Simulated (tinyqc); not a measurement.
Moment against band filling: Stoner model of a band ferromagnet.

Density of states per atom and spin: flat with a rise to the top, D(e) = (M/W) [1 - sp + 4 sp (e/W + 1/2)^3]. Levels e -/+ I m/2 for up and down spin, m = n_up - n_down, n_up + n_down = nd. At zero temperature e(N) is the energy below which N states lie, and E(m) = sum over spins of integral e D de - I m^2/4.

Inputs chosen for the exercise:
- W = 5.6 eV (band width, e from -W/2 to W/2)
- M = 5 (states per atom and spin)
- sp = 0.65 (shape parameter)
- I = 1.3 eV (Stoner parameter)

Rigid band, I fixed: a Slater-Pauling curve.

Results:

| nd | I D(EF) | m (muB) | m_max |
|---|---|---|---|
| 3.0 | 1.079 | 1.445 | 3.0 |
| 4.0 | 1.438 | 4.000 | 4.0 |
| 5.0 | 1.791 | 5.000 | 5.0 |
| 6.0 | 2.135 | 4.000 | 4.0 |
| 6.5 | 2.304 | 3.500 | 3.5 |
| 7.0 | 2.470 | 3.000 | 3.0 |
| 7.5 | 2.634 | 2.500 | 2.5 |
| 8.5 | 2.956 | 1.500 | 1.5 |
| 9.0 | 3.114 | 1.000 | 1.0 |
| 9.5 | 3.270 | 0.500 | 0.5 |

Give the missing row, nd = 8.0.

Computed row:
```
nd   I D(EF)  m (muB)  m_max
8.0    2.796    2.000    2.0
```

Magnetic fillings among those listed: 3.0, 4.0, 5.0, 6.0, 6.5, 7.0, 7.5, 8.0, 8.5, 9.0 and 9.5; the largest moment is 5.00 at nd = 5. At 4.0, 5.0, 6.0, 6.5, 7.0, 7.5, 8.0, 8.5, 9.0 and 9.5 the moment is saturated and follows m_max, changing by one per electron.

Program tinyqc; command `OMP_NUM_THREADS=1 python tinyqc.py 1652396 1652397 out.jsonl`; about 0.4 s on one thread of a shared Intel(R) Xeon(R) Processor @ 2.30GHz.
